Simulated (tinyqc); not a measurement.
# Schottky barrier on an n-type semiconductor, non-linear Poisson equation by Newton steps: effects of single changes

One dimension, metal at x = 0, donor density C(x) = Nd, uniform. Energies are counted from the electron Fermi level of the semiconductor and the conduction-band edge is Ec = -psi, so n = Nc exp(psi/Vt); holes follow the Fermi level of the metal, at -V, so p = Nv exp((V - psi - Eg)/Vt). Ends: psi(0) = V - phiB and psi = Vt ln(Nd/Nc) deep inside. Boltzmann statistics, full ionisation, no current, no image force in the Poisson equation.

Values chosen for this exercise; band and dielectric values close to those of silicon:
- T = 273 K (temperature)
- Eg = 1.14 eV (band gap)
- eps_r = 11.6 (relative permittivity)
- Nc = 2.4e19 cm^-3 (conduction-band density of states at T)
- Nv = 2.34e19 cm^-3 (valence-band density of states at T)
- Nd = 4.5e16 cm^-3 (donor density deep in the semiconductor)
- phiB = 0.8 eV (barrier height)
- V = 0 V (bias of the metal against the semiconductor)

Constants: q = 1.602176634e-19 C, kB = 1.380649e-23 J/K, Vt = kB T/q, eps0 = 8.8541878128e-14 F/cm where lengths are in cm. Results are converted to the units shown.

Each table varies one quantity; the others keep the values above.

## Capacitance-voltage profiling

The Poisson equation d/dx(eps0 eps_r dpsi/dx) = -q (p - n + C) is solved on a mesh of about 1000 nodes or more that ends in neutral material. C_s = q d/dV of the integral of n over x, from the linearised equation. Probed depth w = eps0 eps_r/C_s; apparent doping N_app = C_s^3/(q eps0 eps_r dC_s/dV), the derivative by central differences over +/- 0.02 V.

The same in every row: true C(w) (cm^-3) = 4.500e16.

Capacitance-voltage profiling:
```
V (V),C_s (nF/cm^2),w (nm),N_app (cm^-3),|E_0| (kV/cm)
0,76.74,133.8,4.497e16,93.95
-0.43,59.14,173.7,4.499e16,121.9
-0.86,49.87,206.0,4.499e16,144.6
-1.29,43.93,233.8,4.500e16,164.1
-1.71,39.79,258.1,4.500e16,181.2
-2.14,36.57,280.9,4.500e16,197.2
-2.57,34.02,301.9,4.500e16,211.9
-3,31.94,321.5,4.500e16,225.7
```

C_s falls from 76.7 to 31.9 nF/cm^2 while the probed depth goes from 134 to 322 nm. The apparent doping stays near 4.50e16 cm^-3. It departs most from the true doping at that depth for V = 0 V, where it is 0.063 % below it; so the doping is read well over the depths probed.

## Effect of the relative permittivity

First integral for uniform doping: E_0^2 = (2 q/(eps0 eps_r)) [Nd (U - Vt + Vt exp(-U/Vt)) + Vt p_0], U = Vbi - V, Vbi = phiB - Vt ln(Nc/Nd), p_0 = Nv exp((phiB - Eg)/Vt) (deep holes neglected). Image-force lowering dphi = sqrt(q E_0/(4 pi eps0 eps_r)), at x_m = sqrt(q/(16 pi eps0 eps_r E_0)). W = sqrt(2 eps0 eps_r U/(q Nd)).

The same in every row: Vbi (V) = 0.65228; p_0/Nd = 2.7502e-4.

Effect of the relative permittivity:
```
eps_r,W (nm),E_0 (kV/cm),dphi (mV),exp(dphi/Vt)
6,98.044,130.64,55.993,10.806
8,113.21,113.14,45.126,6.8087
10,126.57,101.19,38.172,5.0663
12,138.66,92.375,33.294,4.1174
14,149.76,85.523,29.659,3.5279
16,160.11,79.999,26.832,3.1286
18,169.82,75.424,24.564,2.8410
20,179.00,71.553,22.697,2.6243
```

As eps_r goes from 6 to 20, the surface field falls from 131 to 71.6 kV/cm, the lowering falls from 56.0 to 22.7 mV and W rises from 98.0 to 179 nm. Over the table the lowering goes as eps_r^(-0.75); the depletion formulas give -3/4.

tinyqc, about 0.03 s, one thread, Intel Xeon 2.30GHz (shared host): `OMP_NUM_THREADS=1 python tinyqc.py 2020071 2020072 out.jsonl`
